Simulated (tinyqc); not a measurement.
# Inputs raised by 10 %, one at a time

Model: charge neutrality of a doped semiconductor with incomplete ionisation. Computed by tinyqc, a small Python program. Command: `OMP_NUM_THREADS=1 python tinyqc.py 3011795 3011796 out.jsonl dopant sens`. One thread of a shared host (Intel(R) Xeon(R) Processor @ 2.30GHz), about 0.1 s of CPU time with the checks.

Energies are counted from the top of the valence band; E_D is measured down from the conduction band and E_A up from the valence band.

Inputs (values chosen for the exercise, modelled on GaP):

| quantity | value | unit |
|---|---|---|
| gap at 0 K E_g0 | 2.31 | eV |
| Varshni alpha | 0.000568 | eV/K |
| Varshni beta | 359 | K |
| electron mass m_e | 0.512 | m_0 |
| valleys M_c | 3 | - |
| hole mass m_h | 0.825 | m_0 |
| donor density N_D | 1.6e+16 | cm^-3 |
| acceptor density N_A | 9.5e+16 | cm^-3 |
| donor depth E_D | 0.109 | eV |
| acceptor depth E_A | 0.0542 | eV |
| donor degeneracy g_D | 2 | - |
| acceptor degeneracy g_A | 4 | - |
| temperature T | 300 | K |
| iteration cap | 60 | - |

Doping: p-type, compensated. Statistics of the bands: Fermi-Dirac. Solver: bisection. Start of Newton steps: intrinsic level E_i.

Constants: m_0 = 9.1093837015e-31 kg; k_B = 1.380649e-23 J/K; h = 6.62607015e-34 J s; k_B = 8.617333262e-05 eV/K.

Method:
- E_g = E_g0 - alpha T^2/(T + beta).
- N_c = 2 M_c (2 pi m_e k_B T/h^2)^(3/2) and N_v = 2 (2 pi m_h k_B T/h^2)^(3/2), masses in units of m_0.
- n_i = sqrt(N_c N_v) exp(-E_g/(2 k_B T)); E_i = E_g/2 + (k_B T/2) ln(N_v/N_c).
- n = N_c F_1/2((E_F - E_g)/k_B T), p = N_v F_1/2(-E_F/k_B T).
- F_1/2(eta) = (2/sqrt(pi)) int_0^infinity sqrt(x)/(1 + exp(x - eta)) dx, by the trapezoid rule in t = sqrt(x) with step 0.02 up to t = 12 (for eta < -12 by exp(eta) - exp(2 eta)/2^(3/2)).
- N_D+ = N_D/(1 + g_D exp((E_F - E_g + E_D)/k_B T)).
- N_A- = N_A/(1 + g_A exp((E_A - E_F)/k_B T)).
- Neutrality: p + N_D+ = n + N_A-; the log ratio is ln[(p + N_D+)/(n + N_A-)].
- Bisection of the log ratio between E = -0.3 and E_g + 0.3 eV; stop when |log ratio| < 1e-9.

Runs:

| input moved | from | to | majority density p (cm^-3) | distance of E_F from the majority band edge (eV) | minority density n (cm^-3) | intrinsic density n_i (cm^-3) |
|---|---|---|---|---|---|---|
| base run | - | - | 6.8869e+16 | 0.14499 | 2.3612e-16 | 4.0351e+00 |
| donor density N_D (cm^-3) | 1.6e+16 | 1.76e+16 | 6.7455e+16 | 0.14552 | 2.4107e-16 | 4.0351e+00 |
| acceptor density N_A (cm^-3) | 9.5e+16 | 1.045e+17 | 7.6293e+16 | 0.14234 | 2.1311e-16 | 4.0351e+00 |
| acceptor depth E_A (eV) | 0.0542 | 0.05962 | 6.7085e+16 | 0.14567 | 2.4240e-16 | 4.0351e+00 |
| electron mass m_e (m_0) | 0.512 | 0.5632 | 6.8869e+16 | 0.14499 | 2.7241e-16 | 4.3341e+00 |
| hole mass m_h (m_0) | 0.825 | 0.9075 | 6.9965e+16 | 0.14828 | 2.6818e-16 | 4.3341e+00 |
| temperature T (K) | 300 | 330 | 7.1277e+16 | 0.16258 | 1.1972e-12 | 2.9229e+02 |
| gap at 0 K E_g0 (eV) | 2.31 | 2.541 | 6.8869e+16 | 0.14499 | 3.1081e-20 | 4.6296e-02 |

Exponents ln(y'/y) / ln(x'/x):

| input | majority density p | distance of E_F from the majority band edge | minority density n | intrinsic density n_i |
|---|---|---|---|---|
| donor density N_D | -0.218 | 0.039 | 0.218 | 0.000 |
| acceptor density N_A | 1.074 | -0.194 | -1.076 | 0.000 |
| acceptor depth E_A | -0.275 | 0.049 | 0.276 | 0.000 |
| electron mass m_e | 0.000 | 0.000 | 1.500 | 0.750 |
| hole mass m_h | 0.166 | 0.236 | 1.336 | 0.750 |
| temperature T | 0.361 | 1.201 | 89.510 | 44.935 |
| gap at 0 K E_g0 | 0.000 | 0.000 | -93.752 | -46.876 |

Among the inputs moved here: majority density p answers most in size to acceptor density N_A (exponent +1.074), next to temperature T (+0.361); its exponent is below 0.0005 for electron mass m_e, gap at 0 K E_g0. Distance of E_F from the majority band edge answers most in size to temperature T (exponent +1.201), next to hole mass m_h (+0.236); its exponent is below 0.0005 for electron mass m_e, gap at 0 K E_g0. Minority density n answers most in size to gap at 0 K E_g0 (exponent -93.752), next to temperature T (+89.510). Intrinsic density n_i answers most in size to gap at 0 K E_g0 (exponent -46.876), next to temperature T (+44.935); its exponent is below 0.0005 for donor density N_D, acceptor density N_A, acceptor depth E_A. Its exponent +0.750 in electron mass m_e: n_i goes as (m_e m_h)^(3/4). Its exponent +0.750 in hole mass m_h: n_i goes as (m_e m_h)^(3/4).
